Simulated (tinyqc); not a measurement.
Monte Carlo simulation of one carrier in a uniform electric field: one step, computed by the program tinyqc. Command: `OMP_NUM_THREADS=1 python tinyqc.py 3012810 3012811 out.jsonl mcfl walk`. One thread of a shared host (Intel(R) Xeon(R) Processor @ 2.30GHz), about 3 s of CPU time with the checks.

The force e F acts along +z. Flights end at the constant total rate Gamma; the part of Gamma that the real rates do not fill is self-scattering, which leaves k unchanged. One valley, no impurities and no intervalley scattering.

Task: Scattering event 1. Kane band: hbar^2 k^2/(2 m) = E (1 + alpha E), speed v = hbar k/(m (1 + 2 alpha E)), states per spin, volume and energy g(E) = m k (1 + 2 alpha E)/(2 pi^2 hbar^2); overlap factors are set to 1. Masses are multiplied by m_0 and all formulas are in SI units. Phonon occupation N_q = 1/(exp(hbar w/(k_B T)) - 1). Acoustic deformation potential (elastic, equipartition, absorption and emission together): 1/tau = 2 pi k_B T D_A^2 g(E)/(hbar rho v_l^2). Polar optical, unscreened: W = e^2 w (1/eps_inf - 1/eps_s) m (1 + 2 alpha E') ln|(k + k')/(k - k')| / (4 pi eps_0 hbar^2 k), times N_q for absorption (E' = E + hbar w) and N_q + 1 for emission (E' = E - hbar w > 0), with alpha = 0 for a parabolic band; mean cosine of the angle <cos> = (k^2 + k'^2)/(2 k k') - 1/ln|(k + k')/(k - k')|. Choice: with cumulative rates in the order acoustic, absorption, emission, the process is the first whose sum exceeds r2 Gamma; if none, self-scattering. Final state: E' = E, E + hbar w or E - hbar w gives k'. Isotropic processes: cos(theta) = 1 - 2 r3 from the z axis, phi = 2 pi r4, k' (sin theta cos phi, sin theta sin phi, cos theta). Polar processes: cos(b) = [1 + xi - (1 + 2 xi)^r3]/xi, xi = 2 k k'/(k - k')^2, b from the old direction n; new direction cos b n + sin b (cos phi e1 + sin phi e2), e1 = (z x n)/|z x n|, e2 = n x e1. Use row 1 of the random numbers.

Inputs (values chosen for the exercise, modelled on GaSb):

| quantity | value | unit |
|---|---|---|
| effective mass m | 0.0418 | m_0 |
| non-parabolicity alpha | 1.3 | 1/eV |
| static permittivity eps_s | 15.7 | - |
| high-frequency permittivity eps_inf | 14.4 | - |
| density rho | 5610 | kg/m^3 |
| sound velocity v_l | 4330 | m/s |
| acoustic deformation potential D_A | 7.9 | eV |
| optical phonon energy hbar w | 29.8 | meV |
| lattice temperature T | 100 | K |

Crystal: polar. Band: Kane.

k at the end of the flight (1/nm): -0.2800000  -0.0180000  0.2457994

Random numbers (0.02 to 0.98, from up to 60 sets tried for early real events), one row a flight:
```
       r1      r2      r3      r4
1  0.3854  0.5861  0.6157  0.1628
2  0.4533  0.0652  0.5939  0.4522
3  0.1075  0.1147  0.2546  0.7668
4  0.0941  0.2581  0.6297  0.3589
5  0.1217  0.2604  0.8677  0.2838
6  0.1060  0.2767  0.0997  0.1250
7  0.6052  0.3309  0.1778  0.6777
```

Gamma = 2.747613 1e12/s

Constants: hbar = 1.054571817e-34 J s; m_0 = 9.1093837015e-31 kg; e = 1.602176634e-19 C; k_B = 1.380649e-23 J/K; hbar = 6.582119569e-16 eV s; eps_0 = 8.8541878128e-12 F/m; k_B = 8.617333262e-05 eV/K.

Give: cumulative rates; r2 Gamma; process chosen; k after event 1, the start of the next flight.

Result:

cumulative rates (1e12/s): acoustic 0.104, absorption 0.170, emission 1.856

r2 Gamma = 1.610 1e12/s

Process chosen: emission

k after event 1, the start of the next flight (1/nm): -0.0347  -0.1179  0.2884
